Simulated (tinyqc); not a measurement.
ESD clamp with bipolar snapback, compact model and design window: one step of the calculation.

The drain junction multiplies the current that enters it: Igen = (M - 1)(Ic + I0), M = 1/(1 - (Vj/BV)^n). The generated holes leave through the substrate resistance and the base of the parasitic npn: Igen = Vb/Rb + Ic/be, Ic = Is exp(Vb/Vt). Terminal current I = Ic + I0 + Igen and voltage V = Vj + I Ro, per width. Isothermal, constant gain.

Problem. Base voltage at the failure current. I(Vb) = Ic (1 + 1/be) + I0 + Vb/Rb, I' = Ic (1 + 1/be)/Vt + 1/Rb; Newton steps on ln I: Vb(new) = Vb - ln(I/It2) I/I'. V follows from the introduction.

Values chosen for this exercise; values close to those of grounded-gate n-channel clamps:
- T = 300 K (temperature)
- BV = 11.6 V (junction breakdown voltage)
- n = 4 (exponent of the multiplication)
- be = 6.3 (current gain of the parasitic npn)
- Is = 2.2e-18 A/um (saturation current)
- I0 = 6.3e-11 A/um (junction leakage)
- Rb = 73000 ohm um (substrate resistance)
- Ro = 390 ohm um (drain ballast and contact resistance)
- It2 = 9.8 mA/um (failure current for 100 ns)

Constants: q = 1.602176634e-19 C, kB = 1.380649e-23 J/K, Vt = kB T/q. Results are converted to the units shown.

Vb at the start = 0.79 V

Wanted: I; V; I'; Vb after iteration 1.

Solution.

I = 0.05845 mA/um
V = 8.585 V
I' = 1.856 mS/um
Vb after iteration 1 = 0.9513 V

tinyqc, about 0.02 s, one thread, Intel Xeon 2.30GHz (shared host): `OMP_NUM_THREADS=1 python tinyqc.py 2670142 2670143 out.jsonl`
